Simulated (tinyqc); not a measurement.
Blur against noise: chemically amplified photoresist: aerial image, acid generation, bake, development and line width. Computed by tinyqc, a small Python program. Command: `OMP_NUM_THREADS=1 python tinyqc.py 3008533 3008534 out.jsonl resist walk`. One thread of a shared host (Intel(R) Xeon(R) Processor @ 2.30GHz), about 0.02 s of CPU time with the checks.

Lines and spaces of pitch p with a two-beam-like image; x = 0 is the middle of the bright space. The resist is positive and treated as uniform in depth.

Inputs (values chosen for the exercise, for a model resist at 248 nm):
```
quantity                      value     unit
pitch p                         290       nm
image contrast c               0.62        -
mean dose E                    10.2  mJ/cm^2
Dill parameter C               0.03  cm^2/mJ
bake time t                      90        s
photon energy                     5       eV
absorption coefficient alpha   0.97     1/um
```

Method:
- Dose E(x) = E [1 + c cos(2 pi x/p)]; acid h = 1 - exp(-C E(x)).
- Bake: the acid image is blurred by a Gaussian of variance sigma^2 = 2 D t (each Fourier term k of h, taken on 64 points, is multiplied by exp(-4 pi^2 k^2 D t/p^2)).
- For each sigma the edge is held at x = p/4; N is taken at the mean dose; edge noise = (dh/d ln E)/(sqrt(N V) |dh/dx|), both derivatives taken of the blurred acid, V = (2 sqrt(pi) sigma)^3, N = E alpha/(photon energy), 1 mJ/cm^2 = 62.41509 eV/nm^2.

Trade-off:
```
sigma/p  sigma (nm)  blur factor  photons in V  edge noise (nm)
0.02            5.8      0.99214    1.0735e+03           2.2860
0.04           11.6      0.96891    8.5878e+03           0.8234
0.07           20.3      0.90781    4.6025e+04           0.3752
0.10           29.0      0.82087    1.3418e+05           0.2400
0.14           40.6      0.67917    3.6820e+05           0.1728
0.18           52.2      0.52753    7.8256e+05           0.1515
0.22           63.8      0.38467    1.4288e+06           0.1533
0.27           78.3      0.23717    2.6411e+06           0.1827
0.33           95.7      0.11653    4.8222e+06           0.2751
```

The noise is least near sigma/p = 0.18 among these rows. More diffusion averages over more photons (noise falls as sigma^(-3/2)) until it erases the image slope (factor exp(-2 pi^2 sigma^2/p^2)); for a pure cosine the two balance at sigma/p = sqrt(3/8)/pi = 0.195. Caution: for a film thinner than the blur the noise falls as 1/sigma only, and the optimum moves to sigma/p = 1/(2 pi) = 0.159.

Extremes, crossings and ranges named in words are read from the listed rows.
